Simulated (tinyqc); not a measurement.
Tight binding, kagome lattice, step by step. Computed by tinyqc, a small Python program that keeps every step. Settings: t1 = 1.54, t2 = 1.37, delta = 0.4, bands filled = 2. Command: `OMP_NUM_THREADS=1 python tinyqc.py 27239 27240 out.jsonl` (the two numbers bound the seeds that draw the settings). One thread of a shared host (Intel(R) Xeon(R) Processor @ 2.60GHz), about 0.01 s of CPU time with the checks.

## Bloch Hamiltonian at k

Parameters chosen for this model:
```
parameter     value                unit
t1         1.540000    eV, up triangles
t2         1.370000  eV, down triangles
delta      0.400000        eV on site C
```

k point k (fractions of the reciprocal vectors): [0.21000, -0.18000]

H_AB = -t1 - t2 exp(-i k.a1), H_AC = -t1 - t2 exp(-i k.a2), H_BC = -t1 - t2 exp(i k.(a1 - a2)), H_CC = delta.

H(k) at k (eV), order A, B, C:
```
[[0.00000, -1.88071+1.32696i, -2.12332-1.23961i],
 [-1.88071-1.32696i, 0.00000, -0.48440-0.87327i],
 [-2.12332+1.23961i, -0.48440+0.87327i, 0.40000]]
```

## Levels at k

Diagonalise the Hermitian matrix.

eigenvalues (eV): [-3.78914, 1.17033, 3.01881]

weights |c|^2 of the basis functions, order A, B, C:
```
[[0.44059, 0.01044, 0.54897],
 [0.29108, 0.56107, 0.14785],
 [0.26833, 0.42849, 0.30318]]
```

## Bloch Hamiltonian at K

k point K (fractions of the reciprocal vectors): [0.33333, 0.66667]

As before.

H(k) at K (eV), order A, B, C:
```
[[0.00000, -0.85500+1.18645i, -0.85500-1.18645i],
 [-0.85500-1.18645i, 0.00000, -0.85500+1.18645i],
 [-0.85500+1.18645i, -0.85500-1.18645i, 0.40000]]
```

## Levels at K

As before.

eigenvalues (eV): [-1.61149, -1.04026, 3.05175]

weights |c|^2 of the basis functions, order A, B, C:
```
[[0.41399, 0.27400, 0.31201],
 [0.41399, 0.27400, 0.31201],
 [0.17201, 0.45201, 0.37598]]
```

## Bands along a path

The same steps at evenly spaced points between the labelled ones.

Bands along the path (eV):
```
k            band 1    band 2   band 3
G          -5.69068   2.91000  3.18068
G-K 0.25   -5.30559   2.67730  3.02828
G-K 0.50   -4.25641   1.65275  3.00366
G-K 0.75   -2.83713   0.21804  3.01910
K          -1.61149  -1.04026  3.05175
K-M 0.25   -1.92842  -0.74453  3.07295
K-M 0.50   -2.35952  -0.33468  3.09421
K-M 0.75   -2.64112  -0.06950  3.11062
M          -2.73795   0.02106  3.11689
M-K' 0.25  -2.64112  -0.06950  3.11062
M-K' 0.50  -2.35952  -0.33468  3.09421
M-K' 0.75  -1.92842  -0.74453  3.07295
K'         -1.61149  -1.04026  3.05175
```

With 2 band(s) filled, the highest filled level on these points lies at G and the lowest empty one at G-K 0.50: a gap of 0.0937 eV, indirect.
